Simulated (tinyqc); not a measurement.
Worked calculation: one-electron ion in a basis of Gaussians. One step of it, computed by the program tinyqc.

Problem. Generalised eigenproblem. Solve H C = S C e through S^(-1/2); each column has its largest component positive (the first on a tie).

H = T + V (hartree):
```
,1,2,3,4,5,6
1,-0.667677,-0.449736,-0.126016,-0.023740,-0.003909,-0.000615
2,-0.449736,-0.799160,-0.545429,-0.208121,-0.045242,-0.007894
3,-0.126016,-0.545429,1.061619,0.667942,-0.178074,-0.073223
4,-0.023740,-0.208121,0.667942,14.598380,9.592371,0.799900
5,-0.003909,-0.045242,-0.178074,9.592371,86.258166,56.930863
6,-0.000615,-0.007894,-0.073223,0.799900,56.930863,430.933518
```

S:
```
,1,2,3,4,5,6
1,1.000000,0.404881,0.050071,0.004132,0.000308,0.000022
2,0.404881,1.000000,0.404992,0.050043,0.004133,0.000308
3,0.050071,0.404992,1.000000,0.404718,0.050025,0.004128
4,0.004132,0.050043,0.404718,1.000000,0.404893,0.050021
5,0.000308,0.004133,0.050025,0.404893,1.000000,0.404694
6,0.000022,0.000308,0.004128,0.050021,0.404694,1.000000
```

Give: eigenvalues of S; eigenvalues; coefficients.

Solution.

eigenvalues of S: 0.3347  0.4932  0.7597  1.1144  1.4967  1.8012

eigenvalues (hartree): -0.8727  -0.4800  1.7417  17.1557  96.9487  484.6625

coefficients:
```
,1,2,3,4,5,6
1,0.3858,1.0135,0.2072,-0.0465,0.0131,-0.0040
2,0.7439,-0.7075,-0.6354,0.1657,-0.0470,0.0141
3,0.0890,-0.0932,1.1026,-0.5110,0.1496,-0.0446
4,0.0024,-0.0017,-0.0143,1.1291,-0.4719,0.1410
5,0.0002,-0.0003,0.0049,-0.0555,1.1325,-0.4488
6,0.0000,0.0000,-0.0004,0.0067,-0.0655,1.1031
```

For Z = 4 and l = 2 the exact lowest level is -Z^2/(2 n^2) with n = l + 1: -0.888889 hartree.
